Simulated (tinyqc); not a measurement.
Inside a calculation. Model: deep-level transient spectroscopy.

Numbers from tinyqc (`OMP_NUM_THREADS=1 python tinyqc.py 2050083 2050084 out.jsonl`; about 0.01 s on one thread of a shared Intel Xeon 2.30GHz). Printed values are rounded.

Schottky contact on an n-type layer with shallow donors Nd (all ionised) and a donor-like deep trap, neutral when filled and positive when empty; depletion approximation. Traps within lam of the depletion edge stay filled. A long pulse to Vp fills the traps beyond x1 = Wp - lam; back at Vr those between x1 and x2 = Wr - lam emit. A rate window reads S = C(t2) - C(t1).

Values chosen for this exercise; material values close to those of indium phosphide: relative permittivity eps_r = 12.5; conduction-band density of states at 300 K Nc = 5.62e17 cm^-3; thermal velocity at 300 K vth = 4.3e7 cm/s; shallow donor density Nd = 5.6e15 cm^-3; built-in voltage Vbi = 0.91 V; depth of the trap below the conduction edge Et = 0.58 eV; capture cross-section sn = 1.6e-14 cm^2; trap density Nt = 1.9e14 cm^-3; reverse bias Vr = 8.5 V; reverse bias during the filling pulse Vp = 0 V; first sampling time t1 = 0.2 ms; second sampling time t2 = 0.8 ms; temperature of the transient T = 353 K.

Constants: q = 1.602176634e-19 C, kB = 1.380649e-23 J/K, eps0 = 8.8541878128e-14 F/cm where lengths are in cm. Results are converted to the units shown.

## Emission rate and rate window

Emission rate en = sn vth(T) Nc(T) exp(-Et/kB T) = sn g T^2 exp(-Et/kB T), g = vth Nc/(300 K)^2, as vth goes as T^0.5 and Nc as T^1.5 (degeneracy factor 1). For an exponential transient S peaks where en = ew = ln(t2/t1)/(t2 - t1).

g = 2.685111e20 cm^-2 s^-1 K^-2
en = 2805.280 1/s
1/en = 0.3564706 ms
ew = 2310.491 1/s

## Widths

lam = sqrt(2 eps0 eps_r (EF - ET)/(q Nd)), EF - ET = Et - (kB T/q) ln(Nc(T)/Nd), Nc(T) = Nc (T/300 K)^1.5. In the steady state at the band bending V, 2 eps0 eps_r V/q = Nd W^2 + Nt (W - lam)^2 (the second term only if W > lam). V = Vbi + Vr gives Wr and V = Vbi + Vp gives Wp; x1 = max(Wp - lam, 0).

lam = 326.6099 nm
Wr = 1508.046 nm
Wp = 473.0542 nm
x1 = 146.4443 nm
x2 = 1181.436 nm
G = (x2^2 - x1^2)/Wr^2 = 0.6043196

The rule Nt = 2 Nd |dC|/C assumes G = 1 and would understate Nt by a factor of about 1/G = 1.65 here (the limit of small Nt/Nd).

## The transient

t, sample 0 to 6 (ms): [0, 0.1, 0.2, 0.5, 0.8, 1.6, 4]

W(t)^2 = Wr^2 + (Nt/Nd)(x2^2 - x1^2) exp(-en t), C = eps0 eps_r/W; for small Nt, dC/C = -(Nt/2 Nd) G exp(-en t) with G = (x2^2 - x1^2)/Wr^2. S = C(t2) - C(t1).

```
sample  C (nF/cm^2)  C - C(final) (pF/cm^2)
0          7.265020               -74.10199
1          7.282939               -56.18304
2          7.296563               -42.55909
3          7.320687               -18.43524
4          7.331159                -7.96315
5          7.338277                -0.84540
6          7.339121                -0.00101
```

S = 34.59594 pF/cm^2

## Step 1: peak temperature

T at the start = 300 K

Fixed-point step for en(T) = ew: T(new) = (Et q/kB)/ln(sn g T^2/ew), g = vth Nc/(300 K)^2.

T after step 1 = 355.4482 K

## Course of the iteration for the peak temperature

Start from 300 K; stop when T changes by less than 1e-8 K.

Course of the iteration:
```
step     T (K)  change (K)
1     355.4482        55.4
2     349.1931        6.26
3     349.8376       0.644
4     349.7706      0.0670
5     349.7775     6.97e-3
6     349.7768     7.24e-4
7     349.7769     7.53e-5
8     349.7769     7.82e-6
9     349.7769     8.13e-7
10    349.7769     8.45e-8
11    349.7769     8.78e-9
```

Converged in 11 steps; each multiplies the error by -2 kB T/Et = -0.10.
